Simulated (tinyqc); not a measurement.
Geometry relaxation of a small cluster: one step, computed by the program tinyqc. Command: `OMP_NUM_THREADS=1 python tinyqc.py 3020405 3020406 out.jsonl relax walk`. One thread of a shared host (Intel(R) Xeon(R) Processor @ 2.30GHz), about 0.01 s of CPU time with the checks.

E = sum_(i<j) phi(r_ij), phi(r) = eps [exp(-2 alpha (r - r0)) - 2 exp(-alpha (r - r0))]; the force on i is -sum_j phi'(r_ij) (R_i - R_j)/r_ij.

Problem. Energy and forces at the start. Evaluate E and the forces at the starting positions.

Inputs (values chosen for the exercise, for model atoms): length r0 = 2.76 angstrom; well depth eps = 0.44 eV; stiffness alpha = 1.54 1/angstrom.

Potential: Morse. Method: conjugate gradient.

starting positions (angstrom):
```
,x,y,z
atom 1,-0.03,0.03,0.14
atom 2,2.67,0.09,0.07
atom 3,1.37,2.46,0.16
atom 4,1.51,0.61,2.16
```

Give: distances; energy at the start; forces.

Solution.

distances (angstrom): 1-2 2.7016, 1-3 2.8045, 1-4 2.6055, 2-3 2.7046, 2-4 2.4462, 3-4 2.7280

energy at the start = -2.4280 eV

forces (eV/angstrom):
```
,x,y,z
atom 1,-0.3707,-0.0333,-0.3540
atom 2,0.8499,-0.4022,-1.1741
atom 3,-0.1087,0.0912,-0.0489
atom 4,-0.3705,0.3443,1.5770
```
